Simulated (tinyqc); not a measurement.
Undoped symmetric double-gate MOSFET, analytic potential model: one step of the calculation.

An undoped body of thickness ts between two equal insulators and tied gates; long channel, electrons only, n = ni exp((psi - V)/Vt) with V the quasi-Fermi potential (0 at the source, Vd at the drain), constant mobility, no quantisation. Across the body psi(x) = V - 2 Vt ln[(ts/(2 beta)) sqrt(q ni/(2 eps0 eps_r Vt)) cos(2 beta x/ts)], x from the centre. Q is the electron charge per area of the whole body.

Problem. Constants of the body. ni = sqrt(Nc Nv) exp(-Eg/(2 Vt)), Eg in volts; r = eps_r tox/(eox ts); V0 = dphi + 2 Vt ln[(2/ts) sqrt(2 eps0 eps_r Vt/(q ni))].

Parameters, values chosen for the exercise; material values those of a made-up semiconductor: temperature T = 325 K; band gap Eg = 0.567 eV; relative permittivity of the semiconductor eps_r = 17.3; conduction-band density of states at T Nc = 1.38e19 cm^-3; valence-band density of states at T Nv = 5.12e18 cm^-3; relative permittivity of the gate insulator eox = 21.7; insulator thickness tox = 7.5 nm; body thickness ts = 6 nm; gate work function less that of the intrinsic body dphi = -0.09 V.

Constants: q = 1.602176634e-19 C, kB = 1.380649e-23 J/K, Vt = kB T/q, eps0 = 8.8541878128e-14 F/cm where lengths are in cm. Results are converted to the units shown.

Give: ni; r; V0.

Solution.

ni = 3.375e14 cm^-3
r = 0.9965
V0 = 0.1838 V

tinyqc, about 0.01 s, one thread, Intel Xeon 2.30GHz (shared host): `OMP_NUM_THREADS=1 python tinyqc.py 2440045 2440046 out.jsonl`
